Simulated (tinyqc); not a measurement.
Worked calculation: electromigration in a confined line: Blech product, Korhonen stress evolution and Black's law. Computed by tinyqc, a small Python program that keeps every step. Command: `OMP_NUM_THREADS=1 python tinyqc.py 3020734 3020735 out.jsonl emigr walk`. One thread of a shared host (Intel(R) Xeon(R) Processor @ 2.30GHz), about 0.01 s of CPU time with the checks. Intermediate numbers are printed to about 5 digits and carried at full precision; extremes and crossings named in words are read from the listed rows.

The electron wind pushes atoms from the cathode (x = 0) to the anode (x = L); blocking ends build a back stress (tension positive). The input rho is taken not to change with temperature. d sigma/dt = d/dx [kappa (d sigma/dx + G)], with zero flux at both ends and sigma = sigma_0 at t = 0.

Inputs (values chosen for the exercise, close to those used for aluminium lines): resistivity rho = 3.24 micro-ohm cm; atomic volume Omega = 16.6 angstrom^3; effective charge number Z* = 6.4; prefactor D0 = 1.2e-07 m^2/s; activation energy E = 0.719 eV; effective modulus B = 45 GPa; critical stress sigma_c = 340 MPa; initial stress sigma_0 = 91 MPa; current density j = 0.71 MA/cm^2; line length L = 50 um; test temperature T = 250 C; time as a fraction of L^2/kappa, s = 0.11; use temperature T_u = 85 C; use current density j_u = 0.35 MA/cm^2; current exponent n = 1.

Start: thermal stress.

Constants: e = 1.602176634e-19 C; k_B = 8.617333262e-05 eV/K; k_B = 1.380649e-23 J/K.

## Driving force and diffusivities

G = Z* e rho j/Omega; D = D0 exp(-E/(k_B T)); kappa = D B Omega/(k_B T); drift velocity of an unconfined line v = D Z* e rho j/(k_B T). SI: 1 micro-ohm cm = 1e-8 ohm m, 1 MA/cm^2 = 1e10 A/m^2. Temperatures in kelvin are T(C) + 273.15.

stress gradient G = 14.210 MPa/um

diffusivity D = 1.4213e-14 m^2/s

kappa = 1.4699e-12 m^2/s

drift velocity = 1671.0 nm/h

## Steady state and Blech product

At steady state sigma(x) = sigma_0 + G (L/2 - x). A void forms only if the cathode stress reaches sigma_c, that is if j L exceeds (j L)_c = 2 Omega (sigma_c - sigma_0)/(Z* e rho). Time scale tau = L^2/kappa.

steady cathode stress = 446.24 MPa

j L = 3550 A/cm

critical product (j L)_c = 2488.3 A/cm

tau = 0.47244 h

j L is 1.43 times the critical product: the line can fail. Caution: a steady stress above sigma_c is formal, since a void forms first.

## Series terms at the cathode

sigma(x, t) = sigma_0 + G L [1/2 - x/L - 4 sum_(m odd) cos(m pi x/L) exp(-m^2 pi^2 s)/(m pi)^2], s = t/tau, summed to m = 399. The terms at x = 0 are 4 exp(-m^2 pi^2 s)/(m pi)^2; tau = L^2/kappa.

terms for m = 1, 3, 5, 7: [0.13686, 2.5708e-06, 2.6452e-14, 6.5212e-26]

cathode stress at time s = 349.01 MPa

time t = 0.051969 h

Caution: the stress exceeds sigma_c: a void would already have formed and relaxed it, so the value is formal.

## Stress along the line

Steady state: sigma_0 + G L (1/2 - x/L). Take x/L = 0, 0.1, 0.2, 0.3, 0.4, 0.6, 0.8 and 1.

Stress (MPa):
```
x/L  at time s  steady state
0.0     349.01        446.24
0.1     282.72        375.19
0.2     225.48        304.15
0.3     175.95        233.10
0.4     132.00        162.05
0.6      50.00         19.95
0.8     -43.48       -122.15
1.0    -167.01       -264.24
```

Caution: stresses above sigma_c are formal, since a void forms first.

## Finite line against the semi-infinite law

Semi-infinite line: sigma(0, t) = sigma_0 + 2 G L sqrt(s/pi). One-term form: keep m = 1 alone.

Cathode stress (MPa):
```
s           t (h)  full series  semi-infinite  one term
0.002  9.4489e-04       126.85         126.85    163.92
0.005  2.3622e-03       147.69         147.69    172.16
0.01   4.7244e-03       171.17         171.17    185.36
0.02   9.4489e-03       204.38         204.38    209.87
0.05   2.3622e-02       270.07         270.27    270.45
0.1    4.7244e-02       338.92         344.52    338.92
0.2    9.4489e-02       406.24         449.53    406.24
0.4    1.8898e-01       440.69         598.04    440.69
0.8    3.7795e-01       446.14         808.06    446.14
```

Among these rows the semi-infinite law holds to 1 % up to s = 0.05 and the one-term form from s = 0.05 on: the far end is felt once sqrt(kappa t) is no longer small against L, and by then the terms with m > 1 have nearly died out. The critical stress 340 MPa is passed between s = 0.1 and 0.2. Caution: rows beyond sigma_c are formal, since a void ends the model there.

## Time to nucleate a void

Solve sigma(0, t) = sigma_c for s; the semi-infinite estimate is t = (pi/kappa) ((sigma_c - sigma_0)/(2 G))^2.

nucleation time = 0.047729 h

semi-infinite estimate = 0.045575 h

The back stress delays nucleation by 4.7 %.

## Extrapolation by Black's law

Median life t50 = A j^(-n) exp(E/(k_B T)); acceleration factor = t50(use)/t50(test) = (j/j_u)^n exp[(E/k_B)(1/T_u - 1/T)].

current factor = 2.0286

temperature factor = 1552.6

acceleration factor = 3149.5

At the use current j_u L lies below the critical product, where Black's law does not apply: the line would not fail by this mechanism. Caution: j_u L lies below the critical product, so the acceleration factor is formal: at use the line would not void.

Checks made by the program: series against a 200-cell finite-volume solution (on the scale of G L) (relative difference 2e-06).
